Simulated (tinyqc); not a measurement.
Inside a calculation. Method: one-electron ion in a basis of Gaussians. One step of it, computed by the program tinyqc.

Question. Generalised eigenproblem. Solve H C = S C e through S^(-1/2); each column has its largest component positive (the first on a tie).

H = T + V (hartree), lower triangle:
```
           1          2         3
1  -3.516811
2  -3.192076  -3.840601
3  -1.875212  -3.409894  4.353797
```

S, lower triangle:
```
          1         2         3
1  1.000000
2  0.586648  1.000000
3  0.163370  0.586733  1.000000
```

Give: eigenvalues of S; eigenvalues; coefficients.

Answer.

eigenvalues of S: 0.2480  0.8366  1.9154

eigenvalues (hartree): -4.4706  -1.2793  12.3284

coefficients:
```
        1        2        3
1  0.4816   1.1162   0.4152
2  0.5776  -0.9441  -1.1066
3  0.1140  -0.1155   1.2744
```

For Z = 6 and l = 1 the exact lowest level is -Z^2/(2 n^2) with n = l + 1: -4.500000 hartree.
